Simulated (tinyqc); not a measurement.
One level coupled to a phonon between two leads, self-consistent Born approximation: effect of the level position.

Wide-band leads with mu_L = +V/2 and mu_R = -V/2; phonons in equilibrium, Nq = 1/(exp(w0/kB T) - 1). Scattering links only energies that differ by w0, so a ladder E_k = E1 + k w0 closes on itself; terms that reach past its ends are dropped. Gn and Gp are the electron and hole parts of the spectral function A = Gn + Gp.

|G|^2 = 1/[(E - ed)^2 + (GL + GR + Sin + Sout)^2/4], Gn = |G|^2 (GL fL + GR fR + Sin), Gp = |G|^2 (GL (1 - fL) + GR (1 - fR) + Sout), f = 1/(1 + exp((E - mu)/kB T)). Sin(E) = M^2 [(Nq + 1) Gn(E + w0) + Nq Gn(E - w0)], Sout(E) = M^2 [(Nq + 1) Gp(E - w0) + Nq Gp(E + w0)]. Spectral currents into the level: iL = GL [fL Gp - (1 - fL) Gn], iR = GR [fR Gp - (1 - fR) Gn]. Here E - ed is replaced by E - ed - R(E), with the real part R(E) = (1/2 pi) P int [Sin + Sout](y) dy/(E - y). The total for one spin is I = (q/h) times the integral of iL over all E (all ladders, each long enough that its ends do not matter); the power given to phonons is (1/h) times the integral of E (iL + iR).

Inputs (values chosen for the exercise): temperature of leads and phonons T = 150 K; phonon energy w0 = 50 meV; coupling to the left lead GL = 39 meV; coupling to the right lead GR = 15 meV; electron-phonon matrix element M = 11 meV; bias V = 146 mV.

Constants: q = 1.602176634e-19 C, kB = 1.380649e-23 J/K, h = 6.62607015e-34 J s, Vt = kB T/q. Results are converted to the units shown.

Effect of the level position:
```
ed (meV)  I (uA)  I without phonons (uA)  ratio of the two  power to phonons (nW)  share of I V (%)
0          1.960                   1.978            0.9909                  4.300             1.503
25         1.877                   1.894            0.9910                  3.764             1.374
50         1.594                   1.606            0.9925                  2.529             1.087
74         1.143                   1.140             1.003                  1.311            0.7860
99        0.6695                  0.6569             1.019                 0.4915            0.5029
124       0.3681                  0.3594             1.024                 0.1560            0.2902
148       0.2213                  0.2169             1.020                0.05600            0.1734
173       0.1443                  0.1423             1.014                0.02378            0.1129
198       0.1024                  0.1014             1.010                0.01206           0.08066
```

I falls from 1.96 to 0.102 uA as the level leaves the window |E| < 73 meV; the ratio to the current without phonons goes from 0.991 through a maximum of 1.02 (at ed = 124 meV among the rows listed) to 1.01. The power to phonons falls from 4.30 to 0.0121 nW.

Range of the model: The self-consistent Born approximation keeps only non-crossing phonon lines and no Hartree shift; it is rough once the coupling nears the phonon energy.

Program tinyqc, `OMP_NUM_THREADS=1 python tinyqc.py 2720004 2720005 out.jsonl`; Intel Xeon 2.30GHz, shared host, one thread, about 0.04 s.
